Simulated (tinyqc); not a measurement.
Worked calculation: five-level k.p model folded onto the conduction band. Values are carried at full precision from step to step, so a last printed digit may differ when a step is redone from the rounded ones.

Second-order sums for the lowest conduction level at E: 1/m = 1 + Cm + (Ep/3)(2/E + 1/(E + Dso)) - (Ep2/3)(2/(E7 + D2 - E) + 1/(E7 - E)); g/2 = 1 + Cg - (Ep/3)(1/E - 1/(E + Dso)) - (Ep2/3)(1/(E7 - E) - 1/(E7 + D2 - E)). E is counted from the top of the valence band; E = Eg at the edge.

Constants: hbar^2/2m0 = 3.80998211 eV angstrom^2.

Values chosen for the exercise (near those of InP; shifted at random, so the results belong to these values and not to a real crystal):
```
symbol  value  unit        meaning
Eg      1.499  eV          gap at Gamma to the s-like level
Dso     0.106  eV          spin-orbit splitting
Ep      21.2   eV          Kane energy
E7      4.75   eV          upper Gamma7 conduction level, from the valence top
D2      0.07   eV          its spin-orbit splitting, Gamma8 above Gamma7
Ep2     3.8    eV          Kane energy to the upper levels
Cm      -0.7               remote term in 1/m
Cg      -0.02              remote term in g/2
k       0.058  1/angstrom  wave vector along z
```

## Mass and g factor term by term

Evaluate at E = Eg.

Terms:
```
level           part of 1/m  part of g
free + remote        0.3000     1.9600
Gamma8 valence       9.4285    -9.4285
Gamma7 valence       4.4029     8.8058
Gamma8 upper        -0.7628     0.7628
Gamma7 upper        -0.3896    -0.7792
```

m = 0.0770 m0
g = 1.321

The valence levels give 13.83 to 1/m and the upper levels take 1.15 away. In g the two valence terms nearly cancel when Dso is small against Eg; here Dso/Eg = 0.07 and they leave -0.623, the upper pair -0.016.

## The matrix at one k

For k along z and one spin sector the level c couples to four states. With c0 = hbar^2/2m0, P = sqrt(Ep c0), P2 = sqrt(Ep2 c0): diagonal Eg + (1 + Cm) c0 k^2 for c, and 0, -Dso, E7 + D2, E7 for lh, so, G8 up, G7 up (their own dispersion is left out); couplings of c: sqrt(2/3) P k to lh, sqrt(1/3) P k to so, sqrt(2/3) P2 k to G8 up, sqrt(1/3) P2 k to G7 up (phases chosen real).

Fill in the matrix.

H (eV), rows c, lh, so, G8 up, G7 up and columns alike:
$$\begin{pmatrix}
1.50285 & 0.42561 & 0.30095 & 0.18019 & 0.12742 \\
0.42561 & 0 & 0 & 0 & 0 \\
0.30095 & 0 & -0.10600 & 0 & 0 \\
0.18019 & 0 & 0 & 4.82000 & 0 \\
0.12742 & 0 & 0 & 0 & 4.75000
\end{pmatrix}$$

## Exact folding onto c

Solve E = H_cc + S(E), S(E) = sum_j H_cj^2/(E - H_jj), from E = H_cc, by plain substitution and by Newton steps on E - H_cc - S(E). The weight of c in the state is Z = 1/(1 - dS/dE). The exact level is the third eigenvalue of H from below.

Iterates (eV):
```
step  substitution   Newton
0          1.50285  1.50285
1          1.66489  1.64757
2          1.64724  1.64884
3          1.64901  1.64884
4          1.64883  1.64884
5          1.64885  1.64884
6          1.64884  1.64884
7          1.64884  1.64884
```

exact level = 1.64884 eV
Z = 0.9083

Substitution multiplies the error by about dS/dE = 1 - 1/Z = -0.101 a step, so it alternates; after 7 steps it is off by 1.7e-08 eV, while Newton is within 1e-5 eV from step 2 on.

## Loewdin series

Expanding E = H_cc + S(E) about Eg in powers of k^2, with s_n = sum_j H_cj^2/(Eg - H_jj)^n: order k^2: e2 = (1 + Cm) c0 k^2 + s1; order k^4: e4 = -s2 e2; order k^6: e6 = s3 e2^2 + s2^2 e2.

Give each order and the partial sums, counted from Eg.

s1 (eV), s2 (no unit), s3 (1/eV); (1 + Cm) c0 k^2 is H_cc - Eg: [0.16250, 0.12026, 0.07433]

e2, e4, e6 (eV): [0.16635, -0.02000, 0.00446]

partial sums (eV): [0.16635, 0.14634, 0.15081]

The exact value is 0.14984 eV; the errors of the partial sums are +16.50, -3.50 and +0.96 meV.

## Checks

- Curvature of the exact level at small k against the sum for 1/m: both 12.979.

Computed by tinyqc, a small Python program: `OMP_NUM_THREADS=1 python tinyqc.py 1080591 1080592 out.jsonl` (the numbers bound the seed that draws the inputs); one thread of a shared host (Intel(R) Xeon(R) Processor @ 2.30GHz), about 0.01 s for the whole set of steps.
